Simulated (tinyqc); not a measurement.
What a measurement delay does to the time exponent: bias-temperature instability from a Gaussian distribution of capture and emission barriers. Computed by tinyqc, a small Python program. Command: `OMP_NUM_THREADS=1 python tinyqc.py 3008241 3008242 out.jsonl bti walk`. One thread of a shared host (Intel(R) Xeon(R) Processor @ 2.30GHz), about 0.01 s of CPU time with the checks.

Each trap has a capture time tau_0 exp(E_c/(k_B T)) under stress and an emission time tau_0 exp(E_e/(k_B T)) after it. E_c is Gaussian, and E_e = E_c + d with d Gaussian and independent. A trap counts as filled once t_s exceeds its capture time and as emptied once t_r exceeds its emission time.

Inputs (values chosen for the exercise, for a model p-channel transistor):

| quantity | value | unit |
|---|---|---|
| shift with all traps filled V_max | 180 | mV |
| mean capture barrier at zero field mu_c | 1.55 | eV |
| spread of capture barriers sigma_c | 0.36 | eV |
| lowering of mu_c per field k_F | 0.05 | eV/(MV/cm) |
| oxide field F | 4.5 | MV/cm |
| mean of E_e - E_c at the stress field, delta | -0.18 | eV |
| spread of E_e - E_c, sigma_d | 0.25 | eV |
| time constant tau_0 | 6e-10 | s |
| temperature T | 25 | C |
| stress time t_s | 10000 | s |

Constants: k_B = 8.617333262e-05 eV/K.

Method:
- Demarcation energies E_s = k_B T ln(t_s/tau_0), E_r = k_B T ln(t_r/tau_0); mean barrier mu = mu_c - k_F F; z = (E_s - mu)/sigma_c; Phi is the standard normal distribution.
- Temperatures in kelvin are T(C) + 273.15.
- Shift without recovery dV0 = V_max Phi(z); local time exponent n = d ln dV0/d ln t_s = (k_B T/sigma_c) exp(-z^2/2)/(sqrt(2 pi) Phi(z)); apparent activation energy n E_s.
- Remaining shift dV = V_max int_(-infinity)^(E_s) g(E_c) [1 - Phi((E_r - E_c - delta)/sigma_d)] dE_c, g the Gaussian density of E_c (Gauss-Legendre, 120 points over 7 sigma_c below E_s).
- Columns: no delay, and delays of 1 us, 1 ms and 1 s.

mean barrier mu = 1.325 eV

Shift (mV):

| t_s (s) | no delay | 1 us | 1 ms | 1 s |
|---|---|---|---|---|
| 1.00e+00 | 2.734 | 1.573 | 0.880 | 0.355 |
| 1.00e+01 | 4.087 | 2.649 | 1.619 | 0.729 |
| 1.00e+02 | 5.966 | 4.255 | 2.815 | 1.406 |
| 1.00e+03 | 8.505 | 6.546 | 4.646 | 2.552 |
| 1.00e+04 | 11.845 | 9.675 | 7.298 | 4.372 |
| 1.00e+05 | 16.121 | 13.786 | 10.954 | 7.093 |
| 1.00e+06 | 21.451 | 18.995 | 15.761 | 10.933 |
| 1.00e+07 | 27.918 | 25.380 | 21.819 | 16.067 |

What follows from these numbers?

Between 10 and 1000 s the apparent exponent is 0.159 without delay, 0.196 at 1 us, 0.229 at 1 ms and 0.272 at 1 s: a slow measurement loses more of a short stress than of a long one, which steepens the curve. Without delay the exponent falls from 0.175 to 0.114 over the table, so the growth is not a true power law. Caution: step-function filling and one Gaussian population are simplifications; real devices show several populations.
